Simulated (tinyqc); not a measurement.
Resistance of a tapered via with liner, size effect and interface: one step of the calculation.

A round via whose diameter grows from db at the bottom as D(z) = db + 2 z/tan(ang). The fill, of diameter D - 2 tl, starts above the bottom liner (thickness fb tl) and has rho = rho0 (1 + ks lam/(D - 2 tl)); the sidewall liner conducts in parallel with it. The bottom liner and the interface are crossed over the full area pi db^2/4. Spreading in the lines above and below is left out.

Question. Slices of the via. Slices between z0 = fb tl and hv, evaluated at their midpoints: conductance per length pi/4 [(D - 2 tl)^2/rho + (D^2 - (D - 2 tl)^2)/rl], slice resistance = slice height over that. 9 slices.

Inputs (values chosen for the exercise); fill metal close to molybdenum: diameter at the bottom db = 25 nm; height hv = 93 nm; sidewall angle ang = 87 degrees; bulk resistivity of the fill rho0 = 5.26 uohm cm; mean free path of the fill lam = 11.2 nm; size-effect factor ks = 1.5; liner on the sidewall tl = 0 nm; liner at the bottom over that on the sidewall fb = 1; resistivity of the liner rl = 220 uohm cm.

Find: z; D; rho; slice resistance.

Answer.

z, slice 0 to 8 (nm): [5.1667, 15.500, 25.833, 36.167, 46.500, 56.833, 67.167, 77.500, 87.833]
D, slice 0 to 8 (nm): [25.542, 26.625, 27.708, 28.791, 29.874, 30.957, 32.040, 33.123, 34.206]
rho, slice 0 to 8 (uohm cm): [8.7198, 8.5790, 8.4493, 8.3293, 8.2180, 8.1145, 8.0180, 7.9279, 7.8434]
slice resistance, slice 0 to 8 (ohm): [1.7586, 1.5923, 1.4480, 1.3221, 1.2115, 1.1140, 1.0276, 0.95070, 0.88195]

Computed by the program tinyqc: `OMP_NUM_THREADS=1 python tinyqc.py 2750072 2750073 out.jsonl`, one thread of a shared Intel Xeon 2.30GHz, about 0.01 s for the whole run.
